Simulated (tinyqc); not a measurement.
Linear model of a band gap against the share of exact exchange: sweeps and comparisons. A value that a table varies takes the place of the one given here.

E(alpha) = E0 + S alpha. A wider gap screens less, modelled in the Penn form eps(alpha) = 1 + (e0 - 1)(EP/(EP + S alpha))^2 with a scale EP chosen for the exercise. A dielectric-dependent hybrid takes alpha = 1/eps.

Parameters, chosen for this exercise (of the order of those of AlN; shifted at random, so the results belong to these values and not to a real crystal): E0 = 4.24 eV (gap of the semi-local functional); S = 8.59 eV (slope dE/d(alpha)); e0 = 4.78 (optical dielectric constant at alpha = 0); EP = 22 eV (energy scale of the screening); Et = 6.1 eV (target gap).

## Sweep of alpha

Also the exciton scale relative to alpha = 0, (m/m(0))(eps(0)/eps)^2, with a mass proportional to E + D, D = E0/2 + 0.3 eV, a k.p rule for direct gaps only.

Results:
```
alpha  E (eV)    eps  alpha eps  exciton scale
0.00    4.240  4.780      0.000           1.00
0.05    4.670  4.637      0.232           1.13
0.10    5.099  4.501      0.450           1.27
0.15    5.529  4.373      0.656           1.43
0.20    5.958  4.252      0.850           1.59
0.25    6.388  4.138      1.034           1.76
0.35    7.247  3.926      1.374           2.15
0.50    8.535  3.646      1.823           2.83
```

alpha eps reaches 1 between alpha = 0.2 and 0.25 (fixed point 0.240), and the target gap is met between 0.2 and 0.25. At the fixed point the gap is 6.31 eV, +0.21 eV from the target. From 0 to 0.25 the gap grows by 2.15 eV while eps falls by 13 %; the exciton scale, which takes both, grows by a factor of 1.76.

## What each parameter does

Fixed point alpha = 1/eps(alpha), gap and eps there. Each row changes one parameter from the base and keeps the others.

Results:
```
case            alpha  E (eV)    eps
base           0.2404   6.305  4.159
E0 = 4.664 eV  0.2404   6.729  4.159
S = 9.449 eV   0.2441   6.547  4.097
e0 = 4.302     0.2701   6.560  3.702
EP = 19.8 eV   0.2445   6.340  4.090
```

The largest shifts from the base row, up to three for each result and ties (the steps differ in size, so this ranks the rows, not the parameters). alpha: e0 +0.0297, EP +0.0041, S +0.0037; unchanged at the printed digits by E0. E (eV): E0 +0.424, e0 +0.255, S +0.241. eps: e0 -0.457, EP -0.069, S -0.062; unchanged at the printed digits by E0.

Computed by tinyqc, a small Python program: `OMP_NUM_THREADS=1 python tinyqc.py 1850981 1850982 out.jsonl` (the numbers bound the seed that draws the inputs); one thread of a shared host (Intel(R) Xeon(R) Processor @ 2.30GHz), about 0.01 s for the whole set of steps.
